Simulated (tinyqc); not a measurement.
Inside a calculation. Model: MOSFET in the linear regime without short-channel effects, parameter extraction from computed curves.

Numbers from tinyqc (`OMP_NUM_THREADS=1 python tinyqc.py 2210156 2210157 out.jsonl`; about 0.01 s on one thread of a shared Intel Xeon 2.30GHz). Printed values are rounded.

Inversion charge Q = Cox n Vt W0(exp((Vg - VT)/(n Vt))), W0 the Lambert function and n = nf; u = Q/Cox; mobility mu = mu0/(1 + th1 u + th2 u^2); channel resistance Rch = (L - dL)/(W mu Q); Id = Vd/(Rch + Rsd/W). Cox = eps0 eox/tox. Small Vd, no channel-length or drain effects.

Parameters, values chosen for the exercise; channel values of the order met in silicon transistors:
- T = 77 K (temperature)
- eox = 3.9 (relative permittivity of the gate insulator (close to silicon dioxide))
- tox = 1.9 nm (insulator thickness)
- mu0 = 130 cm^2/(V s) (low-field mobility)
- th1 = 0.07 1/V (first mobility attenuation factor)
- th2 = 0 1/V^2 (second mobility attenuation factor)
- VT = 0.22 V (threshold voltage)
- nf = 1.43 (body factor)
- W = 1 um (gate width)
- L = 0.85 um (drawn gate length)
- dL = 0.003 um (drawn less effective length)
- Rsd = 500 ohm um (source plus drain resistance)
- Vd = 0.02 V (drain voltage)

Constants: q = 1.602176634e-19 C, kB = 1.380649e-23 J/K, Vt = kB T/q, eps0 = 8.8541878128e-14 F/cm where lengths are in cm. Results are converted to the units shown.

## Transfer curve

| point | Vg (V) |
|---|---|
| 0 | -0.08 |
| 1 | 0.07 |
| 2 | 0.22 |
| 3 | 0.37 |
| 4 | 0.52 |
| 5 | 0.67 |
| 6 | 0.82 |
| 7 | 0.97 |
| 8 | 1.12 |

u, mu, Rch and Id as defined.

| point | u (V) | mu (cm^2/(V s)) | Rch (ohm) | Id (uA) |
|---|---|---|---|---|
| 0 | 1.76231e-16 | 130 | 2.03423e19 | 9.83175e-16 |
| 1 | 1.29312e-9 | 130.000 | 2.77230e12 | 7.21423e-9 |
| 2 | 0.00538137 | 129.951 | 6.66425e5 | 0.0299884 |
| 3 | 0.125499 | 128.868 | 28816.4 | 0.682212 |
| 4 | 0.268289 | 127.604 | 13613.1 | 1.41712 |
| 5 | 0.414169 | 126.337 | 8906.65 | 2.12616 |
| 6 | 0.561285 | 125.085 | 6637.94 | 2.80193 |
| 7 | 0.709068 | 123.853 | 5306.78 | 3.44425 |
| 8 | 0.857267 | 122.641 | 4432.76 | 4.05453 |

## Threshold and mobility at the peak transconductance

gm_i = (Id_(i+1) - Id_(i-1))/(Vg_(i+1) - Vg_(i-1)); at the point j of largest gm the tangent meets the axis at V_ext = Vg_j - Id_j/gm_j; field-effect mobility gm_j L/(W Cox Vd) with the drawn L.

| point | gm (uS) |
|---|---|
| 1 | 0.0999612 |
| 2 | 2.27404 |
| 3 | 4.62378 |
| 4 | 4.81315 |
| 5 | 4.61602 |
| 6 | 4.39365 |
| 7 | 4.17533 |

j = 4
V_ext = 0.225573 V
field-effect mobility = 112.553 cm^2/(V s)

V_ext is 5.6 mV above the model VT, and the mobility so found is 14 % below mu0 L/(L - dL) = 130 cm^2/(V s), the value for the drawn L; attenuation, series resistance and the slow approach of Q to a straight line all lower the peak gm.

## The Y function

Y_i = Id_i/sqrt(gm_i). For Id = beta Vd x/(1 + th x), x = Vg - VT, Y = sqrt(beta Vd) x whatever th. Slope s from points 4 and 7; VT_Y = Vg - Y/s at point 7; beta = s^2/Vd; mobility beta L/(W Cox) with the drawn L; th* = (beta Vd x/Id - 1)/x at point 7.

| point | Y (uA^0.5 V^0.5) |
|---|---|
| 1 | 2.28178e-8 |
| 2 | 0.0198863 |
| 3 | 0.317264 |
| 4 | 0.645941 |
| 5 | 0.989604 |
| 6 | 1.33673 |
| 7 | 1.68558 |

s = 2.31031 uA^0.5 V^-0.5
VT_Y = 0.240409 V
beta = 266.876 uA/V^2
mobility from Y = 124.816 cm^2/(V s)
th* = 0.179059 1/V

The mobility from Y is 4.3 % below mu0 L/(L - dL) = 130 cm^2/(V s), which it should reach in deep inversion when th2 = 0. th* compares with th1 + mu0 Cox Rsd/(L - dL) = 0.209 1/V, since series resistance enters like th1.
